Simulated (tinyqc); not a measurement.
Length of a polyene: Hueckel, PPP and singles CI along the polyenes. Computed by the program tinyqc. Hueckel uses the same beta without repulsion; CIS keeps all single excitations and so misses the low, doubly excited 2Ag state. W is the valence ionisation energy of a centre, MN the Mataga-Nishimoto formula, f the oscillator strength.

All-trans chains of carbon centres 1.40 angstrom apart:
```
parameter                               value
beta (eV), times 1 +/- alternation  -2.350000
alternation                          0.100000
W (eV)                              11.160000
gamma_rr (eV)                       10.230000
repulsion formula                          MN
```

Gaps and excitations (eV):
```
centres  Hueckel gap  PPP orbital gap  bright singlet (CIS)      f  lowest triplet (CIS)
2              5.170           10.299                 7.721  0.662                 2.619
4              3.471            8.101                 5.550  1.014                 1.810
8              2.256            6.372                 3.981  1.765                 1.251
10             1.977            5.957                 3.609  2.105                 1.134
12             1.784            5.670                 3.353  2.430                 1.058
14             1.645            5.463                 3.169  2.744                 1.007
```

Estimate the missing row, centres = 6.

Computed row:
```
centres  Hueckel gap  PPP orbital gap  bright singlet (CIS)      f  lowest triplet (CIS)
6              2.694            7.013                 4.556  1.403                 1.446
```

The Hueckel gap tends to 4 x alternation x |beta| = 0.94 eV for long chains. Exchange opens the PPP orbital gap, and the attraction of electron and hole brings the bright state 2.29 eV below it at 14 centres; the triplet lies 2.16 eV lower still.
